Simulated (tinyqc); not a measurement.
What each parameter does: model-solid line-up of a strained alloy layer on a substrate.

All values of the alloy are linear in x but the gap, Eg(x) = (1 - x) Eg_A + x Eg_B - C x (1 - x), and the valence edge, Ev(x) = (1 - x) Ev_A + x Ev_B + fv C x (1 - x); Ec = Ev + Eg. Ev is the top of the unstrained valence band on a scale common to all materials. In the layer only the Gamma valley of the conduction band is followed, also where an X or L valley would lie lower.

Coherent growth on a (110) face: e_par = (a_s - a)/a, e_perp = -(C11 + 3 C12 - 2 C44)/(C11 + C12 + 2 C44) e_par; exx = eyy = (e_par + e_perp)/2, ezz = e_par, exy = (e_perp - e_par)/2, eyz = ezx = 0.

Strained edges: Ec + ac tr(e); the valence edges are Ev plus the levels of the 6 x 6 matrix of X, Y, Z times spin with -Dso/3 + l exx + m (eyy + ezz) on the diagonal (cyclic), n exy off it, l = av + 2 b, m = av - b, n = sqrt(3) d. Spin-orbit term (Dso/3) L.sigma on X, Y, Z with (L_k)_ij = -i epsilon_kij: <X+|H|Y+> = -i Dso/3, <X+|H|Z-> = Dso/3, <Y+|H|Z-> = -i Dso/3, <Z+|H|X-> = -Dso/3, <Z+|H|Y-> = i Dso/3, <X-|H|Y-> = i Dso/3, and their conjugates; + and - are the spin along z.

dEc = Ec(substrate) - Ec(layer), dEv = Ev(layer) - Ev(substrate); positive values confine the carrier in the layer. Type I: both of one sign; type II: opposite signs; type III: the gaps do not overlap.

Values chosen for the exercise (A near GaP, B near GaAs, substrate near Ge; shifted at random, so the results belong to these values and not to a real crystal):
- a = (5.456, 5.654) angstrom (lattice constant of A, B)
- Eg = (2.909, 1.533) eV (gap at Gamma to the s-like level of A, B)
- Dso = (0.079, 0.34) eV (spin-orbit splitting of A, B)
- Ev = (-1.27, -0.8) eV (top of the unstrained valence band of A, B)
- ac = (-8.32, -7.26) eV (conduction deformation potential of A, B)
- av = (1.72, 1.18) eV (valence hydrostatic potential of A, B)
- b = (-1.62, -1.99) eV (tetragonal shear potential of A, B)
- d = (-4.65, -4.74) eV (trigonal shear potential of A, B)
- C11 = (142.5, 123) GPa (of A, B)
- C12 = (61.1, 57) GPa (of A, B)
- C44 = (71.2, 59.2) GPa (of A, B)
- C = 0.17 eV (bowing of the gap)
- fv = 0 (share of the bowing taken by the valence edge)
- a_s = 5.662 angstrom (substrate)
- Eg_s = 0.742 eV (lowest gap of the substrate)
- Ev_s = -0.35 eV (substrate valence edge)
- face = 110 (growth face)
- x = 0.98 (fraction of B)

Strained gap, valence splitting and offsets.

Results for these values:
```
case  gap (eV)  splitting (meV)  dEc (eV)  dEv (eV)
base    1.5228             17.7   -0.3340   -0.4468
```

What happens to each result for C12 = (70.265, 65.55) GPa, all else kept?

Answer: gap rises from 1.5228 to 1.5236; splitting rises from 17.7 to 18.4; dEc falls from -0.3340 to -0.3350; dEv rises from -0.4468 to -0.4466.

The same for each parameter in turn:
```
case                       gap (eV)  splitting (meV)  dEc (eV)  dEv (eV)
base                         1.5228             17.7   -0.3340   -0.4468
x = 0.74                     1.6707             94.8   -0.4296   -0.4992
a_s = 5.682 angstrom         1.4636             48.8   -0.2976   -0.4240
C = 0.27 eV                  1.5208             17.7   -0.3321   -0.4468
fv = 0.2                     1.5228             17.7   -0.3347   -0.4461
Ev_s = -0.3 eV               1.5228             17.7   -0.2840   -0.4968
C12 = (70.265, 65.55) GPa    1.5236             18.4   -0.3350   -0.4466
d = (-5.348, -5.451) eV      1.5216             20.0   -0.3340   -0.4456
b = (-1.863, -2.288) eV      1.5226             18.1   -0.3340   -0.4466
```

Program tinyqc; command `OMP_NUM_THREADS=1 python tinyqc.py 1080703 1080704 out.jsonl`; about 0.02 s on one thread of a shared Intel(R) Xeon(R) Processor @ 2.30GHz.
